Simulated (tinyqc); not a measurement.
Minimum-mode following (dimer method) and harmonic rate on a two-dimensional model surface. Changing the starting point (curvature and rotation are those of the first step). Computed by tinyqc, a small Python program. Command: `OMP_NUM_THREADS=1 python tinyqc.py 3011025 3011026 out.jsonl dimer sweep`. One thread of a shared host (Intel(R) Xeon(R) Processor @ 2.30GHz), about 0.03 s of CPU time with the checks.

V(x, y) = -A (cos kx + cos ky) - B cos kx cos ky + (C sin ky + S sin kx)(1 - cos kx), k = 2 pi/a; the atom hops from the minimum at (0, 0) to that at (a, 0).

Inputs (values chosen for the exercise, for a model surface):

| quantity | value | unit |
|---|---|---|
| amplitude A | 0.2 | eV |
| amplitude B | 0.075 | eV |
| skew C | 0.022 | eV |
| asymmetry S | -0.026 | eV |
| period a | 2.6 | angstrom |
| offset of the start in y | 0.083 | angstrom |
| first angle of the dimer | -10 | degrees |
| half length delta | 0.005 | angstrom |
| step factor eta | 0.43 | angstrom^2/eV |

Surface: adatom on a square lattice.

Method:
- Newton steps x(new) = x - H^-1 grad V (moves limited to 0.3 angstrom) from (0, 0), (a, 0) and (a/2, 0) give the two minima and the saddle.
- R0 = start minimum + fraction x (saddle - minimum) + (0, offset); in practice such a guess comes from a displaced minimum.
- Dimer at R with unit axis N = (cos phi, sin phi) and normal T = (-sin phi, cos phi). Gradients g at R +/- delta N and at R +/- delta T give H N and H T by central differences, (g+ - g-)/(2 delta). With C_N = N.H N, C_T = T.H T and b = T.H N, rotate by theta = (1/2) atan2(-2b, C_T - C_N), the angle of least curvature C = (C_N + C_T)/2 - sqrt((C_N - C_T)^2/4 + b^2).
- Translate along F = -g + 2 (g.N) N if C < 0, else along F = (g.N) N, with the new axis: R(new) = R + eta F, the move limited to 0.2 angstrom.
- R0 = start minimum + fraction x (saddle - minimum) + (0, offset). Stop when |g| is below 1e-5 eV/angstrom, after 150 steps at most.

One run for each value:

| start as a fraction of the way from minimum to saddle | steps | least curvature C (eV/angstrom^2) | rotation theta (degrees) |
|---|---|---|---|
| 0.2 | 25 | 1.0675 | 4.3241 |
| 0.3 | 23 | 0.7185 | 4.0301 |
| 0.4 | 21 | 0.3788 | 3.8091 |
| 0.5 | 23 | 0.0442 | 4.0190 |
| 0.6 | 22 | -0.3095 | 4.8650 |
| 0.7 | 23 | -0.6981 | 6.2424 |
| 0.8 | 23 | -1.1041 | 7.8287 |
| 0.9 | 23 | -1.4674 | 9.3700 |

What does the table show, and why?

Over the rows, steps lies between 21.0 and 25.0 without a single trend. Starts with a positive curvature must first climb out of the convex region around the minimum.

Extremes, crossings and ranges named in words are read from the listed rows.
